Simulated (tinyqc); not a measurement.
Switching kinetics of a ferroelectric film and the memory window of a ferroelectric gate stack: one step, computed by the program tinyqc. Command: `OMP_NUM_THREADS=1 python tinyqc.py 3029513 3029514 out.jsonl feswitch walk`. One thread of a shared host (Intel(R) Xeon(R) Processor @ 2.30GHz), about 0.02 s of CPU time with the checks.

Fields in MV/cm; 1 microcoulomb/cm^2 over eps_0 is 11.29409 MV/cm. In the stack (metal, ferroelectric, interlayer, channel) the channel is taken as a conductor.

Question. Fields in the stack. Series stack: V = E_F t_F + E_I t_I and eps_I E_I = eps_F E_F + (1 - s) P/eps_0. Before switching P = -P_r, after it P = +P_s; in retention V = 0 and P = +P_r.

Inputs (values chosen for the exercise, for a model film):
```
quantity                                 value               unit
saturation polarisation P_s                 25  microcoulomb/cm^2
ratio P_r/P_s                             0.93                  -
coercive field E_c                         1.1              MV/cm
permittivity of the ferroelectric eps_F     30                  -
thickness t_F                               18                 nm
permittivity of the interlayer eps_I       7.5                  -
interlayer thickness t_I                   1.6                 nm
share s of P screened by trapped charge   0.77                  -
pulse height V                             5.3                  V
breakdown field of the interlayer           14              MV/cm
```

Give: E_F before switching; E_F after switching; E_I after switching; depolarising field in retention; depolarising field over E_c.

Answer.

E_F before switching = 2.700 MV/cm

E_F after switching = 1.604 MV/cm

E_I after switching = 15.08 MV/cm

depolarising field in retention = 0.5280 MV/cm

depolarising field over E_c = 0.4800

Caution: the interlayer field exceeds its breakdown field, so charge injection would change the fields.
